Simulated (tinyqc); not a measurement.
Raman shift of the zone-centre optical phonon of a diamond-structure crystal under stress: one step, computed by the program tinyqc.

Axes x, y, z are the cube axes. Strain shifts the threefold optical mode and can split it; p, q and r are the phonon deformation potentials.

Problem. Heating mistaken for stress. A temperature above 300 K shifts the line by (d omega/dT)(T - 300 K); divided by the shift per stress it poses as a stress; the total shift adds it to the shift of the observed line. The anti-Stokes to Stokes ratio is [(omega_L + omega_0)/(omega_L - omega_0)]^3 exp(-h c omega_0/(k_B T)) in photon counts, omega_L = 1/wavelength, resonance effects left out.

Inputs (values chosen for the exercise, for a model crystal):
```
quantity                             value      unit
unstrained frequency omega_0           681      1/cm
temperature coefficient d omega/dT  -0.025  1/(cm K)
local temperature T                    330         K
laser wavelength                     514.5        nm
```

Stress state: biaxial. Axis: [110].

shift per stress = -5.447500 1/(cm GPa)

shift of the observed line = -3.867725 1/cm

Constants: h = 6.62607015e-34 J s; c = 299792458 m/s; k_B = 1.380649e-23 J/K.

Give: thermal shift; apparent stress from heating; total shift; anti-Stokes/Stokes ratio.

Solution.

thermal shift = -0.75 1/cm

apparent stress from heating = 0.1377 GPa

total shift = -4.618 1/cm

anti-Stokes/Stokes ratio = 0.06337

Caution: this stress has components normal to the (001) face, so it cannot reach a free (001) surface; it can act on buried material.
